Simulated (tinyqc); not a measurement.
# Stacked nanosheet transistor, parasitic resistance, capacitance and delay: several studies

Ns sheets share one contact on top; each has perimeter p = 2 (Ws + ts) and cross-section A = Ws ts; contact width Wc = Ws + 10 nm, stack height Hs = Ns pv. Sheet 1 is the top one. Contact length Lc = CPP - Lg - 2 Lsp, shared by two neighbouring gates. Source and drain sides are equal. The formulas are first-order estimates, not field solutions.

Inputs (values chosen for the exercise); values close to those of silicon logic devices:
```
symbol,value,unit,meaning
T,300,K,temperature
Ns,3,,number of sheets
Ws,30,nm,sheet width
ts,6,nm,sheet thickness
pv,18,nm,vertical pitch of the sheets
rv,64,ohm,vertical resistance between sheet levels
CPP,60,nm,contacted gate pitch
Lg,12,nm,gate length
Lsp,7,nm,spacer length
ks,5.5,,relative permittivity of the spacer
Hc,15,nm,gate height above the channel stack
rc,4.2e-9,ohm cm^2,contact resistivity
re,0.00048,ohm cm,resistivity of the source-drain epitaxy
te,25,nm,current-carrying depth of the epitaxy
rx,0.0016,ohm cm,resistivity of the extension
Lov,2,nm,gate overlap
Cinv,3,uF/cm^2,inversion capacitance
vx,8.7e6,cm/s,injection velocity
mu,140,cm^2/(V s),apparent mobility
VT,0.22,V,threshold at zero drain voltage
dl,0.039,V/V,barrier lowering
n,1.09,,subthreshold factor
Cw,0.11,fF,wire load
Vdd,0.7,V,supply voltage
```

Constants: q = 1.602176634e-19 C, kB = 1.380649e-23 J/K, eps0 = 8.8541878128e-12 F/m, Vt = kB T/q. Results are converted to the units shown.

Each table varies one quantity; the others keep the values above.

## Effect of the vertical resistance between sheet levels

Epitaxy sheet resistance Rsh = re/te, transfer length LT = sqrt(rc/Rsh), contact Rc = [sqrt(rc Rsh)/Wc] coth(Lc/(2 LT)); extension of one sheet Rx = rx Lsp/A. With N sheets: gate Cg = Cinv p N Lg; per side, plate Cp = ks eps0 [Wc (Hs + Hc) - N A]/Lsp, top fringe Cf = (2/pi) ks eps0 Wc ln(1 + Lg/(2 Lsp)), overlap Co = Cinv p N Lov. One sheet: I = p Q vx u/(1 + |u|^1.8)^(1/1.8), Q = Cinv n Vt ln(1 + exp((Vg' - VT + dl Vd')/(n Vt))), u = Vd' mu/(vx Lg), Vg' = Vgs - v, Vd' = Vds - 2 v, with the drop on each side v_j = Rc sum I + rv (sum over levels k = 2..j of the current of sheets k..Ns) + Rx I_j. Ieff = [I(Vgs = Vdd, Vds = Vdd/2) + I(Vdd/2, Vdd)]/2, total currents. With Cs = Cp + Cf + Co, the load of an inverter of two such devices driving an equal one is CL = 2 (Cg + 2 Cs) + 4 Cs + Cw (own drains counted twice for the Miller effect); delay CL Vdd/(2 Ieff).

The same in every row: Rc (ohm) = 644.6; Rx/N (ohm) = 207.4; CL (aF) = 498.9.

Results:

| rv (ohm) | Ieff (uA) | delay (ps) |
|---|---|---|
| 0 | 104.4 | 1.672 |
| 50 | 102.7 | 1.701 |
| 100 | 101.0 | 1.729 |
| 200 | 97.85 | 1.784 |
| 800 | 84.44 | 2.068 |

Estimate the missing row, rv = 400 ohm.

Computed row:

| rv (ohm) | Ieff (uA) | delay (ps) |
|---|---|---|
| 400 | 92.43 | 1.889 |

With this row back in the table: As rv goes from 0 to 800 ohm, Ieff falls from 104 to 84.4 uA, CL stays at 499 aF and the delay rises from 1.67 to 2.07 ps.

## Effect of the wire load

Same model as above.

The same in every row: Rc (ohm) = 644.6; Rx/N (ohm) = 207.4; Ieff (uA) = 102.2.

Effect of the wire load:

| Cw (fF) | CL (aF) | delay (ps) |
|---|---|---|
| 0.02 | 408.9 | 1.400 |
| 0.043 | 431.9 | 1.479 |
| 0.093 | 481.9 | 1.650 |
| 0.2 | 588.9 | 2.017 |
| 0.43 | 818.9 | 2.804 |
| 0.93 | 1319 | 4.517 |
| 2 | 2389 | 8.181 |

As Cw goes from 0.02 to 2 fF, Ieff stays at 102 uA, CL rises from 409 to 2390 aF and the delay rises from 1.40 to 8.18 ps.

## Effect of the relative permittivity of the spacer

Same model as above.

The same in every row: Rc (ohm) = 644.6; Rx/N (ohm) = 207.4; Ieff (uA) = 102.2.

Effect of the relative permittivity of the spacer:

| ks | CL (aF) | delay (ps) |
|---|---|---|
| 1 | 392.8 | 1.345 |
| 2 | 416.4 | 1.426 |
| 3 | 439.9 | 1.507 |
| 4 | 463.5 | 1.587 |
| 5.5 | 498.9 | 1.709 |
| 7 | 534.3 | 1.830 |

As ks goes from 1 to 7, Ieff stays at 102 uA, CL rises from 393 to 534 aF and the delay rises from 1.35 to 1.83 ps.

Computed by the program tinyqc: `OMP_NUM_THREADS=1 python tinyqc.py 2170168 2170169 out.jsonl`, one thread of a shared Intel Xeon 2.30GHz, about 0.09 s for the whole run.
